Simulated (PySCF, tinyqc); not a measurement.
Inside a calculation. Method: FCI on RHF in the sto-3g basis, for H4, spin multiplicity 1. The lowest restricted solution is unstable here: a spin-polarised one lies 0.0046 hartree lower (PySCF). One step of it, computed by the program tinyqc.

Task: Iteration 9 (converged): orbitals. Diagonalise F' = X^T F X, C = X C', fill 2 alpha and 2 beta electrons from the bottom; D = 2 C_occ C_occ^T. Each column has its largest component positive (the first on a tie).

converged F (hartree), order 1H 1s, 2H 1s, 3H 1s, 4H 1s:
```
[[-0.201965, -0.414389, -0.079459, 0.010455],
 [-0.414389, -0.250774, -0.266119, -0.079459],
 [-0.079459, -0.266119, -0.250774, -0.414389],
 [0.010455, -0.079459, -0.414389, -0.201965]]
```

X, order 1H 1s, 2H 1s, 3H 1s, 4H 1s:
```
[[1.074548, -0.241237, 0.035078, -0.005943],
 [-0.241237, 1.129369, -0.208741, 0.035078],
 [0.035078, -0.208741, 1.129369, -0.241237],
 [-0.005943, 0.035078, -0.241237, 1.074548]]
```

Give: F' = X^T F X; orbital energies; coefficients C; D after iteration 9.

Result:

F' = X^T F X (hartree):
```
[[-0.035, -0.409, 0.043, 0.012],
 [-0.409, 0.000, -0.259, 0.043],
 [0.043, -0.259, 0.000, -0.409],
 [0.012, 0.043, -0.409, -0.035]]
```

orbital energies (hartree): [-0.526, -0.371, 0.244, 0.583]

coefficients C, order 1H 1s, 2H 1s, 3H 1s, 4H 1s:
```
[[0.327, 0.507, 0.696, -0.604],
 [0.440, 0.393, -0.501, 0.883],
 [0.440, -0.393, -0.501, -0.883],
 [0.327, -0.507, 0.696, 0.604]]
```

D after iteration 9, order 1H 1s, 2H 1s, 3H 1s, 4H 1s:
```
[[0.728, 0.686, -0.110, -0.300],
 [0.686, 0.696, 0.079, -0.110],
 [-0.110, 0.079, 0.696, 0.686],
 [-0.300, -0.110, 0.686, 0.728]]
```
